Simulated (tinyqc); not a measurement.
Modulation-doped quantum well, Poisson-Schroedinger loop: one step of the calculation.

A well of width L centred at z = 0 between barriers Vb; effective-mass electrons, parabolic bands. The electrons come from donor sheets outside the mesh, a share fL of Ns on the left and the rest on the right, so the structure is neutral. Energies are counted from the band edge of the well, with U = 0 on the first node in the Hartree part.

Problem. Density, output potential and mixing. n_i = sum_k N_k |psi_k|^2 (converted to cm^-3). Hartree part by Gauss: on the interval after node i the enclosed sheet charge is S_i = fL Ns - hz sum_(j<=i) n_j, and U_(i+1) = U_i + q S_i hz/(eps0 eps_r) in eV, U_1 = 0. Mixing: U(new) = U + a (U(out) - U).

Values chosen for this exercise; material values those of a made-up well:
- eps_r = 13.6 (relative permittivity (all layers))
- Ns = 4.2e12 cm^-2 (sheet density of electrons)
- fL = 1 (share of the donors on the left side)
- a = 1 (mixing factor)

Constants: q = 1.602176634e-19 C, eps0 = 8.8541878128e-14 F/cm where lengths are in cm. Results are converted to the units shown.

```
node	z (nm)	self-consistent potential U at the start (eV)	|psi|^2 of E1 (1/nm)	|psi|^2 of E2 (1/nm)	|psi|^2 of E3 (1/nm)
1	-34.85	0	0.000000000	0.000000000	0.000000000
2	-30.75	0	0.000000001	0.000000003	0.000000012
3	-26.65	0	0.000000046	0.000000208	0.000000610
4	-22.55	0	0.000003253	0.000012908	0.000030272
5	-18.45	0	0.000228259	0.000799902	0.001501919
6	-14.35	0	0.010610133	0.032971179	0.049949661
7	-10.25	0	0.024820707	0.050380234	0.028361142
8	-6.15	0	0.038838982	0.032975625	0.000906450
9	-2.05	0	0.047449838	0.004811159	0.041201153
10	2.05	0	0.047449838	0.004811159	0.041201153
11	6.15	0	0.038838982	0.032975625	0.000906450
12	10.25	0	0.024820707	0.050380234	0.028361142
13	14.35	0	0.010610133	0.032971179	0.049949661
14	18.45	0	0.000228259	0.000799902	0.001501919
15	22.55	0	0.000003253	0.000012908	0.000030272
16	26.65	0	0.000000046	0.000000208	0.000000610
17	30.75	0	0.000000001	0.000000003	0.000000012
18	34.85	0	0.000000000	0.000000000	0.000000000
```

N_k (cm^-2): E1 1.7471768e12, E2 1.4608987e12, E3 9.9192457e11

Wanted: n; U(out); U after round 1.

Solution.

```
node	n (1e18 cm^-3)	U(out) (eV)	U after round 1 (eV)
1	0.000	0.000	0.000
2	0.000	0.229	0.229
3	0.000	0.458	0.458
4	0.001	0.687	0.687
5	0.031	0.916	0.916
6	1.163	1.145	1.145
7	1.451	1.347	1.347
8	1.169	1.517	1.517
9	1.308	1.661	1.661
10	1.308	1.776	1.776
11	1.169	1.861	1.861
12	1.451	1.920	1.920
13	1.163	1.947	1.947
14	0.031	1.947	1.947
15	0.001	1.947	1.947
16	0.000	1.947	1.947
17	0.000	1.947	1.947
18	0.000	1.947	1.947
```

tinyqc, about 1 s, one thread, Intel Xeon 2.30GHz (shared host): `OMP_NUM_THREADS=1 python tinyqc.py 2140031 2140032 out.jsonl`
